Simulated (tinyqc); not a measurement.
Frequency dispersion of an accumulation capacitance by border traps, distributed model: two steps of the calculation.

Traps spread evenly through the insulator exchange electrons with the semiconductor by tunnelling, with tau(x) = t0 exp(2 ka x) at depth x from the interface. The admittance per area Y seen at depth x obeys dY/dx = -Y^2/(i w eps0 eox) + q Nb ln(1 + i w tau)/tau, with Y(0) = i w Cs and w = 2 pi f; the gate sees Y(tox) = G + i w C. Working variable y = Y/(i w), in uF/cm^2. Cox = eps0 eox/tox.

Inputs (values chosen for the exercise); permittivity close to that of hafnium oxide:
```
symbol   value         unit                                               meaning
eox       19.2                             relative permittivity of the insulator
tox        4.9           nm                                   insulator thickness
Cs         4.5      uF/cm^2             semiconductor capacitance in accumulation
Nb      5.7e19  cm^-3 eV^-1                               density of border traps
ka         6.1         1/nm  decay constant of the wave function in the insulator
t0       4e-10            s              time constant of a trap at the interface
f        10000           Hz                                             frequency
xe         1.3           nm               depth down to which the steps are taken
```

Constants: q = 1.602176634e-19 C, eps0 = 8.8541878128e-14 F/cm where lengths are in cm. Results are converted to the units shown.

Question 1. Scales and lumped estimate. Cox; trap-free value 1/(1/Cox + 1/Cs); response depth d = ln(1/(w t0))/(2 ka), where w tau = 1; lumped estimate: all traps within d act as C_bt = q Nb d placed at d/2, so C = 1/{1/[1/(1/Cs + d/(2 eps0 eox)) + C_bt] + (tox - d/2)/(eps0 eox)}.

Find: Cox; trap-free C; d; C_bt; lumped C.

Answer 1.

Cox = 3.469 uF/cm^2
trap-free C = 1.959 uF/cm^2
d = 0.8681 nm
C_bt = 0.7928 uF/cm^2
lumped C = 2.129 uF/cm^2

The traps within reach amount to 0.176 Cs and lie in the first 17.7 % of the insulator.

Question 2. Capacitance and conductance at the gate. Beyond xe the traps are ignored, so 1/y(tox) = 1/y(xe) + (tox - xe)/(eps0 eox); C = Re y, G/w = -Im y, loss tangent G/(w C).

y at xe = 3.9440206-0.0979231i uF/cm^2

Give: y at the gate; C; G/w; loss tangent.

Answer 2.

y at the gate = 2.1494-0.0291i uF/cm^2
C = 2.1494 uF/cm^2
G/w = 0.029071 uF/cm^2
loss tangent = 0.013525

Computed by the program tinyqc: `OMP_NUM_THREADS=1 python tinyqc.py 2202049 2202050 out.jsonl`, one thread of a shared Intel Xeon 2.30GHz, about 0.5 s for the whole run.
